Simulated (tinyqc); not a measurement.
# Small-signal admittance of a forward-biased p+-n diode: two studies

Holes injected into a neutral base of width wb with an ohmic contact at its end; low injection, p0 far above the equilibrium density. A small voltage v exp(i w t), w = 2 pi f, modulates the edge density by p0 v/Vt, and the small-signal density obeys Dp d2p/dx2 = (1/tau + i w) p.

Parameters, values chosen for the exercise; permittivity close to that of silicon:
```
symbol,value,unit,meaning
T,350,K,temperature
eps_r,11.7,,relative permittivity
Nd,5.1e15,cm^-3,donor density of the base
Dp,11,cm^2/s,hole diffusion coefficient
tau,9e-7,s,hole lifetime
wb,5.3,um,width of the neutral base
p0,1.8e14,cm^-3,excess hole density at the junction edge
Na,9e19,cm^-3,acceptor density of the p+ side
Rs,0.00042,ohm cm^2,series resistance
f,6.4e5,Hz,signal frequency
```

Constants: q = 1.602176634e-19 C, kB = 1.380649e-23 J/K, Vt = kB T/q, eps0 = 8.8541878128e-14 F/cm where lengths are in cm. Results are converted to the units shown.

Each table varies one quantity; the others keep the values above.

## Admittance against frequency

L = sqrt(Dp tau); direct current J = (q Dp p0/L) coth(wb/L); k = sqrt(1 + i w tau)/L; diffusion admittance Y = (q Dp p0/Vt) k coth(k wb) = G + i w C_diff; junction capacitance C_j = sqrt(q eps0 eps_r Nd/(2 Vr)) in the depletion approximation, with the remaining barrier Vr = Vt ln(Na/p0), a rough value under forward bias; base-width modulation is left out. Measured admittance 1/[Rs + 1/(Y + i w C_j)].

The same in every row: C_j (uF/cm^2) = 0.03270.

Admittance against frequency:
```
f (Hz)    w tau  G (S/cm^2)  C_diff (uF/cm^2)  measured G (S/cm^2)  measured C (uF/cm^2)  phase of the measured Y (degrees)
40000    0.2262       20.03            0.1683                19.87                0.1977                             0.1433
2e5       1.131       20.03            0.1683                19.87                0.1976                             0.7163
7e5       3.958       20.04            0.1683                19.87                0.1976                              2.505
3e6       16.96       20.13            0.1680                19.97                0.1974                              10.55
1e7       56.55       21.13            0.1656                21.01                0.1949                              30.23
5e7       282.7       37.81            0.1267                38.22                0.1544                              51.76
2e8        1131       79.57           0.06318                82.51               0.08957                              53.76
9e8        5089       168.6           0.02982                199.4               0.05349                              56.60
4e9     2.262e4       355.5           0.01414                632.9               0.02992                              49.92
```

What does the comparison show?

G starts at J/Vt = 20.0 S/cm^2 and C_diff at (J tau/(2 Vt))(1 - 2 x/sinh 2x) = 0.168 uF/cm^2, x = wb/L = 0.168. Between the last two rows G goes as f^(0.50) and C_diff as f^(-0.50); the limits are 1/2 and -1/2, reached when the signal penetrates only sqrt(Dp/w). The measured C is 1.7 % below C_diff + C_j in the first row and 36 % below it in the last, the difference being due to Rs.

## Effect of the width of the neutral base

Same model as above.

The same in every row: w tau = 3.619; C_j (uF/cm^2) = 0.03270.

Effect of the width of the neutral base:
```
wb (um)  G (S/cm^2)  C_diff (uF/cm^2)  measured G (S/cm^2)  measured C (uF/cm^2)  phase of the measured Y (degrees)
1.6           65.79           0.05098                64.03               0.07924                             0.2852
3.1           34.04           0.09868                33.56                0.1277                             0.8766
6.2           17.19            0.1966                17.07                0.2260                              3.048
12            9.238            0.3746                9.203                0.4041                              10.01
24            5.556            0.6937                5.546                0.7230                              27.66
48            5.041            0.9694                5.037                0.9979                              38.55
95            5.155            0.9756                5.151                 1.004                              38.09
190           5.154            0.9756                5.150                 1.004                              38.09
```

As wb goes from 1.6 to 190, G moves up and down between 5.04 and 65.8 S/cm^2, C_diff rises from 0.0510 to 0.976 uF/cm^2 and the measured C rises from 0.0792 to 1.00 uF/cm^2. C_diff exceeds C_j in every row.

Program tinyqc, `OMP_NUM_THREADS=1 python tinyqc.py 2890208 2890209 out.jsonl`; Intel Xeon 2.30GHz, shared host, one thread, about 0.01 s.
